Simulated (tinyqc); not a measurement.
Inside a calculation. Model: free and trapped electrons in a MOS channel with a dense trap tail.

Program tinyqc, `OMP_NUM_THREADS=1 python tinyqc.py 2222247 2222248 out.jsonl`; Intel Xeon 2.30GHz, shared host, one thread, about 0.02 s. Printed values are rounded.

p-type body, charge-sheet picture, full ionisation (an idealisation for deep acceptors), Boltzmann statistics for free electrons. e = Ec - EF at the surface. Acceptor-like traps of density D(E) = D0 + De exp(-E/Ew) at depth E below Ec, from 0 to Eu, hold n_t = integral of D(E)/(1 + exp((e - E)/Vt)). psi = Eg - Vt ln(Nv/Na) - e; N_dep = sqrt(2 eps0 eps_r Na (psi - Vt)/q); n_f = sqrt(N_dep^2 + 2 eps0 eps_r Vt Nc exp(-e/Vt)/q) - N_dep; Vg = Vfb + psi + q (N_dep + n_t + n_f)/Cox, Cox = eps0 eox/tox.

Values chosen for this exercise; band and dielectric values close to those of 4H silicon carbide: temperature T = 300 K; band gap Eg = 3.21 eV; relative permittivity eps_r = 9.83; conduction-band density of states at T Nc = 1.7e19 cm^-3; valence-band density of states at T Nv = 2.52e19 cm^-3; relative permittivity of the insulator eox = 3.9; insulator thickness tox = 42 nm; acceptor density Na = 1.7e17 cm^-3; flat-band voltage without trapped charge Vfb = -2.44 V; constant background density of acceptor-like traps D0 = 1.2e11 cm^-2 eV^-1; density of the tail at the conduction edge De = 6.8e12 cm^-2 eV^-1; decay energy of the tail Ew = 0.1 eV; depth below Ec down to which the traps reach Eu = 0.52 eV; mobility of free electrons mf = 210 cm^2/(V s); Ec - EF at the surface e = 0.107 eV.

Constants: q = 1.602176634e-19 C, kB = 1.380649e-23 J/K, Vt = kB T/q, eps0 = 8.8541878128e-14 F/cm where lengths are in cm. Results are converted to the units shown.

## Trapped charge

Trapezoid rule on 14 equal steps from 0 to Eu, f = 1/(1 + exp((e - E)/Vt)).

```
point     E (eV)  D(E) f (cm^-2 eV^-1)
0              0            1.08572e11
1      0.0371429            3.02298e11
2      0.0742857            7.38253e11
3       0.111429            1.27617e12
4       0.148571            1.38228e12
5       0.185714            1.12791e12
6       0.222857            8.42703e11
7           0.26            6.23384e11
8       0.297143            4.68065e11
9       0.334286            3.60229e11
10      0.371429            2.85725e11
11      0.408571            2.34314e11
12      0.445714            1.98849e11
13      0.482857            1.74386e11
14          0.52            1.57513e11
```

n_t = 3.02625e11 cm^-2

With 1600 steps n_t = 3.030e11 cm^-2; the coarse value is 0.13 % below it.

## Charges and gate voltage

psi, N_dep, n_f and Vg as defined, with the n_t given; free share n_f/(n_f + n_t); apparent mobility mf n_f/(n_f + n_t); gate voltage spent on traps q n_t/Cox.

psi = 2.97377 V
N_dep = 2.33342e12 cm^-2
n_f = 1.62522e10 cm^-2
Vg = 5.70232 V
free share = 5.09668 %
apparent mobility = 10.7030 cm^2/(V s)
gate voltage spent on traps = 0.589727 V
